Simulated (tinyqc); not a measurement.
# Pelgrom slope, floor and doping from two device sizes

Problem. s^2 = A^2/(L W) + s0^2, with s0 independent of size and A = (q/Cox) sqrt(Na Wd/3) from random dopants alone, Cox = 3.9 eps0/ti. Find A, s0 and Na.

Inputs (values chosen for the exercise): oxide-equivalent thickness in inversion ti = 2.5 nm.

Constants: q = 1.602176634e-19 C, eps0 = 8.8541878128e-14 F/cm where lengths are in cm. Results are converted to the units shown.

s for gate areas 0.0017 and 0.028 um^2 (mV): 38.9856868  11.0333430
Wd = 21.7009363 nm

Solution. s^2 is linear in 1/area: slope A^2, intercept s0^2.

A = 1.59 mV um
s0 = 5.60 mV
Na = 2.60e18 cm^-3

tinyqc, about 0.01 s, one thread, Intel Xeon 2.30GHz (shared host): `OMP_NUM_THREADS=1 python tinyqc.py 2090091 2090092 out.jsonl`
